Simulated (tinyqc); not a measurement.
# Bulk transistor, scale length and short-channel effects: several studies

A gate, an insulator of thickness ti and a depleted layer of depth ts on a conducting body. Below threshold the potential that source and drain add obeys Laplace's equation and vanishes on the gate and at the bottom of the depleted layer. Its lowest mode decays along the channel as exp(-k y); k is the smallest positive root of the matching condition at the interface, and the scale length is Lambda = pi/k.

Inputs (values chosen for the exercise); permittivities: semiconductor close to that of In0.53Ga0.47As, insulator close to that of silicon nitride:
- T = 250 K (temperature)
- eps_r = 13.7 (relative permittivity of the semiconductor)
- ei = 7.4 (relative permittivity of the insulator)
- ti = 2.8 nm (insulator thickness)
- ts = 19 nm (depletion depth)
- L = 62 nm (channel length)
- Vbi = 0.9 V (potential of the source)
- sT = 0.54 V (potential of the barrier top at threshold)
- Vds = 0.5 V (drain voltage)

Constants: q = 1.602176634e-19 C, kB = 1.380649e-23 J/K, Vt = kB T/q. Results are converted to the units shown.

Each table varies one quantity; the others keep the values above.

## Effect of the depletion depth

k is the smallest positive root of f(k) = eps_r sin(k ti) cos(k ts) + ei cos(k ti) sin(k ts). Along the channel psi(y) = s + a exp(y/l) + b exp(-y/l) with psi(0) = Vbi, psi(L) = Vbi + Vds and l = 1/k = Lambda/pi; with A = Vbi - s, B = A + Vds, x = exp(-L/l): a = (B - A x) x/(1 - x^2), b = (A - B x)/(1 - x^2). The minimum is s + 2 sqrt(a b), at y = (l/2) ln(b/a). The long-channel potential follows the gate as s = sT + (Vg - VTL)/m, and the threshold VT is the gate voltage at which the minimum equals sT. Swing = m Vt ln 10/g at threshold, g = d(minimum)/ds = 1 - (b x + a)/((1 + x) sqrt(a b)). DIBL = [VT(0.05 V) - VT(Vds)]/(Vds - 0.05 V). sT and Vbi are held fixed; m = 1 + eps_r ti/(ei ts) in each row.

Result of one run:

| ts (nm) | Lambda (nm) | L/Lambda | VT - VTL at Vds (mV) | DIBL (mV/V) | swing (mV/decade) |
|---|---|---|---|---|---|
| 9.5 | 13.61 | 4.554 | -1.347 | 0.9269 | 76.80 |

What becomes of these results when the depletion depth ts is changed from 9.5 to 15 nm, all else the same?

Result of the changed run:

| ts (nm) | Lambda (nm) | L/Lambda | VT - VTL at Vds (mV) | DIBL (mV/V) | swing (mV/decade) |
|---|---|---|---|---|---|
| 15 | 19.54 | 3.173 | -10.41 | 7.178 | 67.76 |

The whole series:

| ts (nm) | Lambda (nm) | L/Lambda | VT - VTL at Vds (mV) | DIBL (mV/V) | swing (mV/decade) |
|---|---|---|---|---|---|
| 7.6 | 11.47 | 5.406 | -0.3845 | 0.2645 | 83.48 |
| 9.5 | 13.61 | 4.554 | -1.347 | 0.9269 | 76.80 |
| 12 | 16.35 | 3.793 | -4.143 | 2.853 | 71.44 |
| 15 | 19.54 | 3.173 | -10.41 | 7.178 | 67.76 |
| 18 | 22.67 | 2.734 | -20.14 | 13.93 | 65.85 |
| 23 | 27.82 | 2.228 | -44.01 | 30.63 | 65.04 |
| 28 | 32.92 | 1.884 | -76.81 | 53.86 | 66.17 |

As ts goes from 7.6 to 28 nm, Lambda rises from 11.5 to 32.9 nm, DIBL rises from 0.265 to 53.9 mV/V and the swing goes from 83.5 through a minimum of 65.0 (at ts = 23 nm among the rows listed) to 66.2 mV a decade. On average Lambda goes as ts^(0.81).

## Effect of the insulator thickness

Same model as above.

Effect of the insulator thickness:

| ti (nm) | Lambda (nm) | L/Lambda | VT - VTL at Vds (mV) | DIBL (mV/V) | swing (mV/decade) |
|---|---|---|---|---|---|
| 0.93 | 20.69 | 2.996 | -11.19 | 7.728 | 55.19 |
| 1.2 | 21.17 | 2.929 | -12.76 | 8.814 | 56.65 |
| 1.6 | 21.85 | 2.838 | -15.29 | 10.56 | 58.83 |
| 2 | 22.50 | 2.756 | -18.04 | 12.47 | 61.03 |
| 2.7 | 23.56 | 2.631 | -23.35 | 16.17 | 64.93 |
| 3.4 | 24.55 | 2.525 | -29.25 | 20.28 | 68.88 |
| 4.5 | 25.96 | 2.388 | -39.60 | 27.50 | 75.20 |

As ti goes from 0.93 to 4.5 nm, Lambda rises from 20.7 to 26.0 nm, DIBL rises from 7.73 to 27.5 mV/V and the swing rises from 55.2 to 75.2 mV a decade. On average Lambda goes as ti^(0.14).

## A higher permittivity at fixed equivalent oxide thickness

Same model as above.

The equivalent oxide thickness 3.9 ti/ei is held at 1.5 nm, so ti = 1.5 ei/3.9 nm.

Results:

| ei | ti (nm) | Lambda (nm) | L/Lambda | DIBL (mV/V) | swing (mV/decade) |
|---|---|---|---|---|---|
| 3.9 | 1.500 | 23.64 | 2.622 | 16.59 | 65.69 |
| 5 | 1.923 | 23.68 | 2.619 | 16.69 | 65.70 |
| 7.5 | 2.885 | 23.78 | 2.607 | 17.01 | 65.75 |
| 10 | 3.846 | 23.94 | 2.590 | 17.48 | 65.81 |
| 15 | 5.769 | 24.42 | 2.539 | 19.02 | 66.03 |
| 25 | 9.615 | 26.38 | 2.350 | 26.03 | 66.99 |
| 35 | 13.46 | 30.15 | 2.056 | 42.86 | 69.28 |

Estimate the missing row, ei = 20.

Computed row:

| ei | ti (nm) | Lambda (nm) | L/Lambda | DIBL (mV/V) | swing (mV/decade) |
|---|---|---|---|---|---|
| 20 | 7.692 | 25.20 | 2.460 | 21.67 | 66.39 |

With this row back in the table: As ei goes from 3.9 to 35, Lambda rises from 23.6 to 30.1 nm, DIBL rises from 16.6 to 42.9 mV/V and the swing rises from 65.7 to 69.3 mV a decade. The ratio ei/ti is the same in every row, yet the insulator grows from 1.50 to 13.5 nm, and drain fields reach the channel sideways through it.

Numbers from tinyqc (`OMP_NUM_THREADS=1 python tinyqc.py 2420034 2420035 out.jsonl`; about 0.01 s on one thread of a shared Intel Xeon 2.30GHz).
